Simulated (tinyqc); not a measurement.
Inside a calculation. Model: energy and delay of logic against supply voltage.

Program tinyqc, `OMP_NUM_THREADS=1 python tinyqc.py 2082207 2082208 out.jsonl`; Intel Xeon 2.30GHz, shared host, one thread, about 0.01 s. Printed values are rounded.

One expression serves below and above threshold: I(Vg) = Ik [ln(1 + exp((Vg - VT + dd V)/(al nf Vt)))]^al, with I_on = I(V) and I_off = I(0). Gate delay td = kd C V/I_on, clock period LD td. Per gate and cycle the switching energy is act C V^2 and the leakage energy I_off V LD td. No short-circuit current, no variation. Minima are sought above 0.09 V; below a few Vt gates no longer switch and the model has no meaning.

Values chosen for this exercise; values of the order met in logic technologies:
```
symbol  value  unit                               meaning
T         300     K                           temperature
VT       0.36     V  threshold voltage at zero drain bias
nf       1.41                                slope factor
dd       0.09         barrier lowering per volt of supply
Ik        0.4    uA            specific current of a gate
al       1.51                 exponent of the current law
C         0.3    fF            load capacitance of a gate
kd        0.7                                delay factor
LD         16                                 logic depth
act      0.01                             activity factor
V        0.73     V                        supply voltage
```

Constants: q = 1.602176634e-19 C, kB = 1.380649e-23 J/K, Vt = kB T/q. Results are converted to the units shown.

## Currents, delay and energies

I_on, I_off, td, clock frequency 1/(LD td), both energies and their sum.

I_on = 9.09539 uA
I_off = 0.124195 nA
td = 16.8547 ps
clock frequency = 3.70817 GHz
switching energy = 1.59870 aJ
leakage energy = 0.0244493 aJ
energy = 1.62315 aJ

I_on/I_off = 73200; leakage makes up 1.51 % of the energy.

## Starting value

V = 0.27 V.

V at the start = 0.27 V

## Iteration 1: new V

Minimum-energy supply: E(V) is the energy per gate and cycle; with h = 0.001 V, E' = (E(V + h) - E(V - h))/(2 h), E'' = (E(V - h) - 2 E(V) + E(V + h))/h^2, V(new) = V - E'/E''.

E' = -1.36534 aJ/V
E'' = 60.4870 aJ/V^2
V after iteration 1 = 0.292572 V

## Iteration 2: new V

As before.

E' = -0.209829 aJ/V
E'' = 42.8312 aJ/V^2
V after iteration 2 = 0.297471 V

## Iteration 3: new V

As before.

E' = -0.00773025 aJ/V
E'' = 39.7132 aJ/V^2
V after iteration 3 = 0.297666 V

## Course of the iteration

Stop when the step is below 1e-9 V, or after 40 iterations.

Course of the iteration:

| iteration | V before the step (V) | step (V) |
|---|---|---|
| 1 | 0.27 | 0.0226 |
| 2 | 0.292572 | 4.90e-3 |
| 3 | 0.297471 | 1.95e-4 |
| 4 | 0.297666 | 2.89e-7 |
| 5 | 0.297666 | -5.21e-12 |

Converged in 5 iterations. There leakage makes up 30.6 % of the energy and the clock runs at 108 MHz.
